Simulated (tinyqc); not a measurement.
Long runs: velocity against field: Monte Carlo simulation of one carrier in a uniform electric field. Computed by tinyqc, a small Python program. Command: `OMP_NUM_THREADS=1 python tinyqc.py 3027433 3027434 out.jsonl mcfl walk`. One thread of a shared host (Intel(R) Xeon(R) Processor @ 2.30GHz), about 3 s of CPU time with the checks.

The force e F acts along +z. Flights end at the constant total rate Gamma; the part of Gamma that the real rates do not fill is self-scattering, which leaves k unchanged. One valley, no impurities and no intervalley scattering.

Inputs (values chosen for the exercise, modelled on InSb):
```
quantity                                              value    unit
effective mass m                                     0.0132     m_0
static permittivity eps_s                              16.8       -
high-frequency permittivity eps_inf                    15.7       -
density rho                                            5780  kg/m^3
sound velocity v_l                                     3870     m/s
acoustic deformation potential D_A                      9.5      eV
optical phonon energy hbar w                           24.5     meV
lattice temperature T                                   300       K
electric field F                                      0.026   kV/cm
energy E_max up to which Gamma must cover the rates     0.4      eV
seed of the random numbers                             3513       -
```

Crystal: polar. Band: parabolic.

Constants: k_B = 1.380649e-23 J/K; e = 1.602176634e-19 C; hbar = 1.054571817e-34 J s; m_0 = 9.1093837015e-31 kg; hbar = 6.582119569e-16 eV s; eps_0 = 8.8541878128e-12 F/m; k_B = 8.617333262e-05 eV/K.

Method:
- Parabolic band: E = hbar^2 k^2/(2 m), speed v = hbar k/m, states per spin, volume and energy g(E) = m k/(2 pi^2 hbar^2). Masses are multiplied by m_0 and all formulas are in SI units.
- Phonon occupation N_q = 1/(exp(hbar w/(k_B T)) - 1).
- Acoustic deformation potential (elastic, equipartition, absorption and emission together): 1/tau = 2 pi k_B T D_A^2 g(E)/(hbar rho v_l^2).
- Polar optical, unscreened: W = e^2 w (1/eps_inf - 1/eps_s) m (1 + 2 alpha E') ln|(k + k')/(k - k')| / (4 pi eps_0 hbar^2 k), times N_q for absorption (E' = E + hbar w) and N_q + 1 for emission (E' = E - hbar w > 0), with alpha = 0 for a parabolic band; mean cosine of the angle <cos> = (k^2 + k'^2)/(2 k k') - 1/ln|(k + k')/(k - k')|.
- Gamma is 1.05 times the largest total rate on the grid E = (j + 1/2) E_max/400, j = 0..399.
- On the grid E_j = (j + 1/2) hbar w/12 up to 20 k_B T + 2 hbar w, solve (sum of rates) l(E) = v(E) + W_abs <cos> l(E + hbar w) + W_em <cos> l(E - hbar w); mu_0 = e sum g v l exp(-E/k_B T)/(3 k_B T sum g exp(-E/k_B T)).
- Flight: t = -ln(r1)/Gamma; k_z grows by e F t/hbar; E follows from the band; dz = (E_end - E_start)/(e F).
- Choice: with cumulative rates in the order acoustic, absorption, emission, the process is the first whose sum exceeds r2 Gamma; if none, self-scattering.
- Final state: E' = E, E + hbar w or E - hbar w gives k'. Isotropic processes: cos(theta) = 1 - 2 r3 from the z axis, phi = 2 pi r4, k' (sin theta cos phi, sin theta sin phi, cos theta). Polar processes: cos(b) = [1 + xi - (1 + 2 xi)^r3]/xi, xi = 2 k k'/(k - k')^2, b from the old direction n; new direction cos b n + sin b (cos phi e1 + sin phi e2), e1 = (z x n)/|z x n|, e2 = n x e1.
- Each row: 250 carriers from a thermal start, 1600 flights each, the first half discarded, random numbers not printed; the error is the standard error over ten groups; the mean energy is taken at the ends of flights, which sample time evenly. Fields at which more than 0.02 % of the events exceed Gamma are left out.

Gamma = 1.43933 1e12/s

low-field mobility mu_0 = 249324 cm^2/(V s)

Monte Carlo results:
```
F (kV/cm)  drift velocity (1e5 m/s)  error (1e5 m/s)  mu_0 F (1e5 m/s)  mean energy (meV)  real events (%)
0.0065                       0.0867            0.028            0.1621               38.7             65.8
0.0130                       0.2560            0.028            0.3241               38.8             65.8
0.0260                       0.5580            0.023            0.6482               39.2             66.2
0.0520                       1.1700            0.021            1.2965               41.8             67.1
0.1000                       2.3900            0.033            2.4932               73.2             70.6
```

What follows from these numbers?

At the lowest field the drift velocity is 0.53 +/- 0.17 of the ohmic value mu_0 F, at the highest 0.96 +/- 0.01. The mean energy goes from 39 to 73 meV against the parabolic-band thermal value 3 k_B T/2 = 39 meV: the curve ends near the ohmic line. Only 66 to 71 % of the events are real; the rest is the price of a constant Gamma.

Extremes, crossings and ranges named in words are read from the listed rows.
